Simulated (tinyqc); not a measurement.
From one set of inputs to another, one input at a time: trap-assisted generation and recombination current of an abrupt junction. Computed by tinyqc, a small Python program. Command: `OMP_NUM_THREADS=1 python tinyqc.py 3027553 3027554 out.jsonl junctionleak ladder`. One thread of a shared host (Intel(R) Xeon(R) Processor @ 2.30GHz), about 0.04 s of CPU time with the checks.

Depletion approximation, flat quasi-Fermi levels across the depleted layer, long neutral regions with minority lifetimes tau_n and tau_p, full ionisation and Boltzmann statistics. Voltages in exponents stand for e V.

The inputs printed are set A. Inputs not listed in the table keep their values of set A, so the rows need not describe a real material.

Inputs (values chosen for the exercise, with bands and screening modelled on GaP):
```
quantity                              value    unit
gap E_g                                2.23      eV
electron mass m_e                     0.516     m_0
valleys M_c                               3       -
hole mass m_h                         0.795     m_0
dielectric constant eps                10.9       -
acceptor density N_A                1.4e+16   cm^-3
donor density N_D                   2.1e+17   cm^-3
capture time tau_n                  1.2e-08       s
capture time tau_p                  1.1e-07       s
trap level E_t - E_i                  0.045      eV
electron diffusion coefficient D_n       65  cm^2/s
hole diffusion coefficient D_p          2.8  cm^2/s
forward bias V                         0.74       V
reverse bias V_r                        5.8       V
temperature T                           300       K
```

Field enhancement: none.

Constants: k_B = 8.617333262e-05 eV/K; m_0 = 9.1093837015e-31 kg; k_B = 1.380649e-23 J/K; h = 6.62607015e-34 J s; e = 1.602176634e-19 C; eps_0 = 8.8541878128e-12 F/m.

Method:
- N_c = 2 M_c (2 pi m_e k_B T/h^2)^(3/2) and N_v = 2 (2 pi m_h k_B T/h^2)^(3/2), masses in units of m_0.
- n_i = sqrt(N_c N_v) exp(-E_g/2 k_B T); V_bi = (k_B T/e) ln(N_A N_D/n_i^2); diffusion saturation current J_d0 = e n_i^2 [sqrt(D_n/tau_n)/N_A + sqrt(D_p/tau_p)/N_D].
- W = sqrt(2 eps eps_0 (V_bi - V)(1/N_A + 1/N_D)/e), x_p = W N_D/(N_A + N_D), x_n = W - x_p, peak field F_m = 2 (V_bi - V)/W; reverse bias means V = -V_r.
- Potential from the p edge: phi = (V_bi - V) x^2/(x_p W) on the p side and (V_bi - V)[1 - (W - x)^2/(x_n W)] on the n side; p = N_A exp(-phi/k_B T), n = n_i^2 exp(V/k_B T)/p; U = (n p - n_i^2)/[tau_p (n + n_i exp(dE/k_B T)) + tau_n (p + n_i exp(-dE/k_B T))], dE = E_t - E_i, n1 = n_i exp(dE/k_B T), p1 = n_i exp(-dE/k_B T); J_t = e int U dx by the trapezoid rule on 400 intervals on each side.
- Generation lifetime tau_g = tau_p exp(dE/k_B T) + tau_n exp(-dE/k_B T); textbook estimate e n_i W/tau_g; generation current J_g = -J_t; total = J_g + J_d0 (1 - exp(-V_r/k_B T)).
- Total J = J_t + J_d0 (exp(V/k_B T) - 1); ideality n = (e/k_B T) dV/d ln J, central difference of 1 mV.

Each row keeps all changes above it:
```
input moved                      from       to  generation current (A/cm^2)  total forward current (A/cm^2)  W (nm)
set A                               -        -                   5.2396e-17                      2.4685e-11  841.73
capture time tau_n (s)        1.2e-08  3.9e-09                   5.3015e-17                      4.3917e-11  841.73
temperature T (K)                 300      400                   6.2357e-12                      1.3493e-07  834.42
forward bias V (V)               0.74     0.31                   6.2357e-12                      1.9942e-10  834.42
capture time tau_p (s)        1.1e-07  3.3e-09                   1.8433e-10                      1.1597e-09  834.42
trap level E_t - E_i (eV)       0.045     0.22                   1.3497e-12                      4.6441e-10  834.42
acceptor density N_A (cm^-3)  1.4e+16  4.1e+16                   7.8895e-13                      2.6430e-10  517.40
gap E_g (eV)                     2.23     1.12                   9.7336e-06                      4.4343e-02  478.25
```

Which inputs carry the difference?

Generation current goes from 5.24e-17 to 9.73e-6, a factor 1.86e11 in all. The largest single move comes from gap E_g (a factor 1.23e7), and trap level E_t - E_i works against it (a factor 0.00732). Total forward current goes from 2.47e-11 to 0.0443, a factor 1.80e9 in all. The largest single move comes from gap E_g (a factor 1.68e8), and forward bias V works against it (a factor 0.00148). W goes from 842 to 478, a factor 0.568 in all. The largest single move comes from acceptor density N_A (a factor 0.620). The single moves hold for this order of the switches; the total does not depend on the order.

Caution (rows set A, capture time tau_n): so small a current is far below what can be measured; surface leakage and other defects rule in real diodes.

Extremes, crossings and ranges named in words are read from the listed rows.
